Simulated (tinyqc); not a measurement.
Pair of shallow donors (hydrogen-like orbitals): one step. Distance and integrals.

Each donor has the orbital exp(-r/a); energy unit Ha* = q/(eps a), q = e^2/(4 pi eps0), so that a lone donor is bound by Ha*/2; x = R/a. One electron: S = (1 + x + x^2/3) exp(-x), j = 1/x - (1 + 1/x) exp(-2x), k = (1 + x) exp(-x); levels E(+/-) = -1/2 - (j +/- k)/(1 +/- S) in Ha*, without the repulsion of the ions, split by D = |E(-) - E(+)|.

Constants: e^2/(4 pi eps0) = 14.39964547 eV angstrom.

Values chosen for the exercise (out of a larger set: near those of two donors in GaN; not measured data):
```
symbol  value  unit      meaning
a       23.5   angstrom  orbital radius
eps     9.4              dielectric constant
R       184    angstrom  separation
```

Problem. Give Ha*, R, x, S, j, k.

Give: Ha*; R; x; S, j, k.

Solution.

Ha* = 65.186 meV
R = 184.00 angstrom
x = 7.8298

S, j, k: 0.01164  0.12772  0.00351

Program tinyqc; command `OMP_NUM_THREADS=1 python tinyqc.py 1251465 1251466 out.jsonl`; about 0.01 s on one thread of a shared Intel(R) Xeon(R) Processor @ 2.30GHz.
